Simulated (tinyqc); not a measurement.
Photoconductance decay in a wafer: bulk and surface recombination modes, and iron detection by pair splitting: one step, computed by the program tinyqc.

Both faces of the wafer have the same S; injection is low and all coefficients are constant. x runs from -W/2 to W/2.

Task: Decay rates of the even modes. Even modes cos(a x) obey b tan b = S W/(2 D) with b = a W/2, odd modes sin(a x) obey -b cot b = S W/(2 D); each decays at the rate 1/tau_b + D a^2.

Inputs (values chosen for the exercise, modelled on p-type silicon):
```
quantity                          value         unit
thickness W                         775   micrometre
diffusivity D                      31.5       cm^2/s
bulk lifetime tau_b without iron    6.9  microsecond
surface recombination velocity S      4         cm/s
```

Give: the table «The first four even modes: b, surface rate and decay time» with the columns b_n, surface rate D a^2 (1/s), decay time (microsecond), for n = 0, 1, 2, 3.

Result:

The first four even modes: b, surface rate and decay time:
```
n     b_n  surface rate D a^2 (1/s)  decay time (microsecond)
0  0.0701                1.0306e+02                    6.8951
1  3.1432                2.0725e+05                    2.8395
2  6.2840                8.2839e+05                    1.0274
3  9.4253                1.8636e+06                    0.4979
```
